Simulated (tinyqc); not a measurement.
Hydrostatic strain: sp3s* tight binding, strained.

sp3s* tight binding, nearest neighbours only: anion (a) at 0, cation (c) at a/4 (1,1,1), orbitals s, px, py, pz, s* on each; k in units of 2 pi/a. With phases e_j = exp(i (pi/2) k.n_j) for n = (1,1,1), (1,-1,-1), (-1,1,-1), (-1,-1,1): g0 = (e1+e2+e3+e4)/4, g1 = (e1+e2-e3-e4)/4, g2 = (e1-e2+e3-e4)/4, g3 = (e1-e2-e3+e4)/4. The diagonal holds the levels Esa, Epa, Exa (s*) and Esc, Epc, Exc. Anion-cation block: <sa|sc> = Vss g0; <sa|xc> = Vsapc g1; <xa|sc> = -Vscpa g1; <xa|xc> = Vxx g0; <xa|yc> = <ya|xc> = Vxy g3, <xa|zc> = <za|xc> = Vxy g2, <ya|zc> = <za|yc> = Vxy g1; <s*a|xc> = Vxapc g1; <xa|s*c> = -Vpaxc g1; y and z take g2 and g3 in place of g1; s-s* and s*-s* vanish.

Strain e moves each bond vector to d = (1 + e) d0 (no internal displacement for the diagonal strains used here) and k is given in fractions of the strained reciprocal cell, so the phases stay. Two-centre values Vss_sigma = Vss/4, Vsp_sigma = sqrt3 V/4 for each s-p and s*-p pair, Vpp_sigma = (Vxx + 2 Vxy)/4, Vpp_pi = (Vxx - Vxy)/4 are scaled by (d0/d)^eta and combined with the new direction cosines; the levels on the diagonal stay.

Inputs chosen for the exercise (near a published set for Ge, fitted to gaps, whose masses and valley positions are rough; shifted at random, so the results belong to these values and not to a real crystal):
```
symbol  value   unit  meaning
Esa     -5.864  eV    s level of the anion
Epa     1.605   eV    p level of the anion
Esc     -5.864  eV    s level of the cation
Epc     1.605   eV    p level of the cation
Exa     6.387   eV    s* level of the anion
Exc     6.387   eV    s* level of the cation
Vss     -6.737  eV    s-s
Vxx     1.618   eV    px-px
Vxy     4.897   eV    px-py
Vsapc   5.48    eV    s anion, p cation
Vscpa   5.48    eV    s cation, p anion
Vxapc   5.206   eV    s* anion, p cation
Vpaxc   5.206   eV    p anion, s* cation
eta     3             scaling exponent
```

exx = eyy = ezz = e. Gaps as measured from the top of the valence band; the deformation potentials are (gap(0.01) - gap(-0.01))/0.06.

Gaps (eV):
```
e       Gamma   Delta       L  x of the minimum
-0.03  1.6854  0.8509  1.1938             0.783
-0.01  1.1417  0.8329  0.9177             0.799
0.00   0.8860  0.8234  0.7898             0.808
0.01   0.6403  0.8136  0.6683             0.816
0.02   0.4041  0.8035  0.5532             0.825
0.03   0.1770  0.7932  0.4444             0.834
```

Give the missing row, e = -0.02.

Computed row:
```
e       Gamma   Delta       L  x of the minimum
-0.02  1.4080  0.8421  1.0524             0.791
```

gap deformation potentials (eV): Gamma -8.358, Delta -0.321, L -4.157

Per unit of volume strain the gaps move by -8.36 (Gamma), -0.32 (Delta) and -4.16 eV (L). The lowest valley changes from the Delta line to L between e = -0.01 and 0 and from L to Gamma between e = 0 and 0.01. These potentials follow from the one exponent eta, which fitted models replace by one for each integral; with it the sizes are rough, the sign for Delta can be wrong (in Si, Ge and the III-V crystals measured values are small and positive), and the pressures at which valleys cross, and which valley takes over, are rough too. A gap of zero, where one is listed, marks an s level that has sunk below the valence top.

(tinyqc, `OMP_NUM_THREADS=1 python tinyqc.py 1451461 1451462 out.jsonl`, Intel(R) Xeon(R) Processor @ 2.30GHz, 1 thread, shared host, about 0.1 s.)
